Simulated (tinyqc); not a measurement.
# Changing the doping ratio N_0/N(W)

Model: minority-electron transport through the base of a bipolar transistor (Moll-Ross and Kroemer integrals). Computed by tinyqc, a small Python program. Command: `OMP_NUM_THREADS=1 python tinyqc.py 3015959 3015960 out.jsonl base sweep`. One thread of a shared host (Intel(R) Xeon(R) Processor @ 2.30GHz), about 0.01 s of CPU time with the checks.

Low injection, one dimension, x from the emitter edge (0) to the collector edge (W), s = x/W. Recombination is treated as a small correction (valid for tau_B well below tau_n), computed from the stored charge.

Inputs (values chosen for the exercise, modelled on SiGe):
```
quantity                                     value        unit
intrinsic density n_i at the emitter edge    8e+10      1/cm^3
base doping at the emitter edge N_0        2.9e+19      1/cm^3
base width W                                    30          nm
mu_min                                         190  cm^2/(V s)
mu_max                                        1120  cm^2/(V s)
N_ref                                      2.4e+17      1/cm^3
saturation velocity v_s                       0.79    1e7 cm/s
electron lifetime tau_n                          2          ns
emitter Gummel number G_E                  1.7e+14      s/cm^4
base-emitter voltage V_BE                     0.59           V
temperature T                                  300           K
```

Base doping profile: exponential. Gap grading: none. Exit of the base: infinite sink.

Constants: k_B = 8.617333262e-05 eV/K; e = 1.602176634e-19 C.

Method:
- N(x) = N_0 (ratio)^(-s); n_i(x) = n_i; D(x) = (k_B T/e) mu, mu = mu_min + (mu_max - mu_min)/(1 + (N/N_ref)^0.7).
- Field that drives electrons towards the collector, averaged over the base: (k_B T/e) ln[N_0 n_i(W)^2/(N(W) n_i^2)]/W.
- With y(x) = N n_i^2/(D n_i(x)^2): base Gummel number G_B = int_0^W y dx; J_C = e n_i^2 exp(e V_BE/k_B T)/G_B; n(x) = (J_C/e)(n_i(x)^2/(N n_i^2)) [int_x^W y dx]; transit time tau_B = (e/J_C) int n dx; trapezoid rule on 401 even points.
- Emitter-limited gain beta_E = G_E/G_B; recombination-limited gain beta_R = tau_n/tau_B; 1/beta = 1/beta_E + 1/beta_R; f_T from the base alone = 1/(2 pi tau_B).

One run for each value; columns: (1) doping ratio N_0/N(W); (2) base transit time tau_B (ps); (3) base Gummel number G_B (s/cm^4); (4) mean built-in field (kV/cm); (5) current gain beta:
```
(1)      (2)         (3)     (4)     (5)
1.5  0.67129  1.2259e+13   3.494  13.803
3.4  0.49491  8.2882e+12  10.546  20.408
7.9  0.36769  5.8841e+12  17.811  28.739
18   0.27922  4.4520e+12  24.907  37.983
41   0.21549  3.5317e+12  32.001  47.888
95   0.16863  2.8990e+12  39.242  58.352
500  0.11068  2.1309e+12  53.553  79.429
```

Give the missing row, doping ratio N_0/N(W) = 220.

Computed row; columns: (1) doping ratio N_0/N(W); (2) base transit time tau_B (ps); (3) base Gummel number G_B (s/cm^4); (4) mean built-in field (kV/cm); (5) current gain beta:
```
(1)      (2)         (3)     (4)     (5)
220  0.13485  2.4532e+12  46.479  68.974
```

Interpolating between the two neighbouring rows (the first column on a logarithmic scale, the others too where they are positive) misses most in mean built-in field (kV/cm), by 1.2 %. Over the rows, base transit time tau_B (ps) falls from 0.671 to 0.111 (exponent d ln y / d ln x -0.37 between the first rows and -0.24 between the last); base Gummel number G_B (s/cm^4) falls from 1.23e13 to 2.13e12 (exponent d ln y / d ln x -0.48 between the first rows and -0.17 between the last); mean built-in field (kV/cm) rises from 3.49 to 53.6 (exponent d ln y / d ln x 1.3 between the first rows and 0.17 between the last). A steeper profile adds a drift field and raises the mobility near the collector, at fixed N_0.

Caution (rows 7.90, 18.0, 41.0, 95.0, 220, 500): the mean velocity exceeds v_s, so drift-diffusion with a low-field mobility overstates the speed.
